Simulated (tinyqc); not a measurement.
From results back to parameters: quantum well in an electric field by finite differences. Three cases, with inputs chosen for the exercise.

Problem. For hard walls second order gives dE1 = -C m (e F)^2 L^4/(2c) with C = (15/pi^2 - 1)/(24 pi^2) and c = hbar^2/2m0; 1 kV/cm = 1e-5 eV/angstrom. The shift below was computed from a hidden field. The formula holds while e F L is small against E2 - E1 = 3 c pi^2/(m L^2).

Constants: hbar^2/2m0 = 3.80998211 eV angstrom^2.

Case 1.

Values chosen (out of a larger set: near those of a non-polar GaN well in AlGaN; not measured data): Lh = 190 angstrom (width); mh = 0.49 m0 (mass).

|dE1| = 0.0663903 meV

Case 2.

Values chosen (out of a larger set: near those of an InGaAs well in InAlAs; not measured data): Lh = 150 angstrom (width); mh = 0.49 m0 (mass).

|dE1| = 0.0482942 meV

Case 3.

Values chosen (out of a larger set: near those of a GaAs well in AlGaAs; not measured data): Lh = 150 angstrom (width); mh = 0.36 m0 (mass).

|dE1| = 0.0537471 meV

Find: C; F; e F L/(E2 - E1).

Solution. F = sqrt(2c |dE1|/(C m L^4)). The last ratio is below 1, so second order is a fair guide.

Case 1.

C = 0.002195
F = 1.90 kV/cm
e F L/(E2 - E1) = 0.57

Case 2.

C = 0.002195
F = 2.60 kV/cm
e F L/(E2 - E1) = 0.38

Case 3.

C = 0.002195
F = 3.20 kV/cm
e F L/(E2 - E1) = 0.34

Computed by tinyqc, one run a case: `OMP_NUM_THREADS=1 python tinyqc.py N N+1 out.jsonl` with N = 1282617, 1282653, 1282657; one thread of a shared Intel(R) Xeon(R) Processor @ 2.30GHz, about 0.03 s a run at most.
